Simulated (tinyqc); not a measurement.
One band or two: type-II superlattice in the two-band Kane model.

Motion along the axis, period d = a + b, c = hbar^2/2m0. Conduction and light-hole bands couple: (E - Ec)(E - Ev) = Ep c k^2 in each layer, with mass m(E) = (E - Ev)/Ep, which may be negative. The conduction envelope psi and psi'/m(E) are continuous; a layer carries them by [[cos kt, (m/k) sin kt], [-(k/m) sin kt, cos kt]] (cosh and sinh for k^2 < 0), and cos(q d) = tr(M_B M_A)/2. C1 is the first miniband above EvB, with its bottom at tr/2 = +1 and its top at -1; the gap is the bottom of C1 less the top heavy-hole level HH1.

Heavy holes are uncoupled: with e = EvB - E, p = sqrt(mhB e/c), w = sqrt(mhA (EvB - EvA - e)/c), the top level HH1 at q = 0 solves (p/mhB) tan(p b/2) = (w/mhA) tanh(w a/2).

Constants: hbar^2/2m0 = 3.80998211 eV angstrom^2.

Inputs chosen for the exercise (near those of an InAs/GaSb superlattice; the results hold for these values, not for the real material):
- a = 42 angstrom (layer A)
- b = 57 angstrom (layer B)
- EcA = 0 eV (conduction edge of A)
- EvA = -0.416 eV (valence edge of A)
- EcB = 0.98 eV (conduction edge of B)
- EvB = 0.166 eV (valence edge of B)
- EpA = 14.1 eV (coupling energy in A)
- EpB = 17.9 eV (coupling energy in B)
- mhA = 0.34 m0 (heavy hole in A)
- mhB = 0.29 m0 (heavy hole in B)

Bottom of C1. One band: (k/mA) tan(k a/2) = (kappa/mB) tanh(kappa b/2) with the edge masses (Ec - Ev)/Ep and barrier EcB - EcA. Second row: mA replaced by m(E). The last column is measured against two bands.

Cases:

| model |
|---|
| one band, edge masses |
| m(E) in A only |
| two bands |

Rank the cases by C1 (eV), lowest first.

Answer: m(E) in A only, one band, edge masses, two bands.

Results:

| model | C1 (eV) | gap (meV) | error (meV) |
|---|---|---|---|
| one band, edge masses | 0.2544 | 117.0 | -28.4 |
| m(E) in A only | 0.2200 | 82.6 | -62.8 |
| two bands | 0.2828 | 145.4 | 0.0 |

mA = 0.0295 m0
mB = 0.0455 m0

With edge masses C1 errs by -28 meV, 20 % of the gap. The heavier m(E) in A changes it by -34 meV; the treatment of B changes it by +63 meV, since C1 lies 117 meV above the valence edge of B, where its mass is 0.0065 instead of 0.0455.

Computed by tinyqc, a small Python program: `OMP_NUM_THREADS=1 python tinyqc.py 1280016 1280017 out.jsonl` (the numbers bound the seed that draws the inputs); one thread of a shared host (Intel(R) Xeon(R) Processor @ 2.30GHz), about 0.08 s for the whole set of steps.
